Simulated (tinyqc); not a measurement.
Inside a calculation. Method: Luttinger-Kohn k.p, four valence bands. One step of it, computed by the program tinyqc.

Question. Levels at k. Diagonalise the Hermitian matrix.

H(k) at k (eV):
```
,3/2,1/2,-1/2,-3/2
3/2,0.185222,-0.008609+0.008370i,-0.001518+0.100443i,0.000000
1/2,-0.008609-0.008370i,0.123427,0.000000,-0.001518+0.100443i
-1/2,-0.001518-0.100443i,0.000000,0.123427,0.008609-0.008370i
-3/2,0.000000,-0.001518-0.100443i,0.008609+0.008370i,0.185222
```

Give: eigenvalues.

Answer.

eigenvalues (eV): 0.049  0.049  0.260  0.260
